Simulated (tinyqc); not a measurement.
From one set of inputs to another, one input at a time: two-band model of a narrow-gap semiconductor with electrons and holes. Computed by tinyqc, a small Python program. Command: `OMP_NUM_THREADS=1 python tinyqc.py 3000681 3000682 out.jsonl bipolar ladder`. One thread of a shared host (Intel(R) Xeon(R) Processor @ 2.30GHz), about 0.2 s of CPU time with the checks.

Two parabolic bands with acoustic scattering (r = -1/2, a = 0), a gap that does not change with T, and fully ionised dopants. Melting is ignored, so values above the melting point are formal, and kappa_L does not change with T. eta_n = (E_F - E_c)/(k_B T), eta_p = -eta_n - E_g/(k_B T).

The inputs printed are set A. Set A is modelled on Mg2Si; the values taken over come from a set modelled on PbTe. Inputs not listed in the table keep their values of set A, so the rows need not describe a real material.

Inputs (values chosen for the exercise, modelled on Mg2Si):
```
quantity                                value        unit
electron mass m_n                        0.86         m_0
hole mass m_p                             1.5         m_0
electron mobility parameter mu_300,n      280  cm^2/(V s)
hole mobility parameter mu_300,p           47  cm^2/(V s)
temperature exponent p                    1.5           -
band gap E_g                             0.65          eV
net doping N                          2.6e+18      1/cm^3
lattice thermal conductivity kappa_L      3.9     W/(m K)
temperature T                             350           K
```

Doping: n-type.

Constants: k_B = 8.617333262e-05 eV/K; m_0 = 9.1093837015e-31 kg; k_B = 1.380649e-23 J/K; hbar = 1.054571817e-34 J s; e = 1.602176634e-19 C.

Method:
- With x = E/(k_B T), a = alpha k_B T (0 for a parabolic band), G = x (1 + a x), D = 1 + 2 a x and <y> = int y f (1 - f) dx, f = 1/(1 + exp(x - eta)): tau = tau_0 G^r/D; transport function s = G^(3/2 + r)/D^2; n = N_0 <G^(3/2)> with N_0 = (2 m k_B T)^(3/2)/(3 pi^2 hbar^3).
- Integrals over x = E/(k_B T) use 160 Gauss-Legendre points in u = sqrt(x) from 0 to sqrt(max(eta, 0) + 32).
- Neutrality: n - p = N, with n = N_0(m_n) <x^(3/2)> at eta_n and p = N_0(m_p) <x^(3/2)> at eta_p.
- sigma = e mu_0 N_0 <s> with mu_0 = e tau_0/m = mu_300 (T/300 K)^(-p); |S| = (k_B/e)(<x s>/<s> - eta); Lorenz number L = (k_B/e)^2 (<x^2 s>/<s> - (<x s>/<s>)^2); kappa_e = L sigma T; zT = S^2 sigma T/(kappa_L + kappa_e).
- Hall factor r_H = <x^(3/2)> <x^(1/2)>/<s>^2.
- Both bands together (these totals replace the one-band zT): sigma = sigma_n + sigma_p; S = (sigma_p |S_p| - sigma_n |S_n|)/sigma; kappa_bip = (sigma_n sigma_p/sigma)(|S_n| + |S_p|)^2 T; kappa_e = (L_n sigma_n + L_p sigma_p) T; zT = S^2 sigma T/(kappa_L + kappa_e + kappa_bip); weak-field R_H = (r_p sigma_p^2/p - r_n sigma_n^2/n)/(e sigma^2), where the Hall factors r_n and r_p are <x^(3/2)> <x^(1/2)>/<s>^2.

Each row keeps all changes above it:
```
input moved                                           from       to  conductivity sigma (S/cm)  bipolar thermal conductivity (W/(m K))     zT
set A                                                    -        -                       68.6                               1.818e-07  0.083
electron mobility parameter mu_300,n (cm^2/(V s))      280     1200                      294.0                               1.818e-07  0.346
lattice thermal conductivity kappa_L (W/(m K))         3.9     0.97                      294.0                               1.818e-07  1.249
hole mass m_p (m_0)                                    1.5      0.3                      294.0                               1.626e-08  1.249
band gap E_g (eV)                                     0.65     0.31                      294.2                               4.004e-04  1.248
hole mobility parameter mu_300,p (cm^2/(V s))           47      830                      294.3                               7.068e-03  1.238
electron mass m_n (m_0)                               0.86     0.26                      275.0                               1.016e-03  0.418
net doping N (1/cm^3)                              2.6e+18  8.8e+18                      804.2                               1.988e-04  0.330
```

Where does the difference come from?

Conductivity sigma goes from 68.6 to 804, a factor 11.7 in all. The largest single move comes from electron mobility parameter mu_300,n (a factor 4.29). Bipolar thermal conductivity goes from 1.82e-7 to 1.99e-4, a factor 1090 in all. The largest single move comes from band gap E_g (a factor 24600), and hole mass m_p works against it (a factor 0.0894). zT goes from 0.0833 to 0.330, a factor 3.96 in all. The largest single move comes from electron mobility parameter mu_300,n (a factor 4.16), and electron mass m_n works against it (a factor 0.337). The single moves hold for this order of the switches; the total does not depend on the order.

Extremes, crossings and ranges named in words are read from the listed rows.
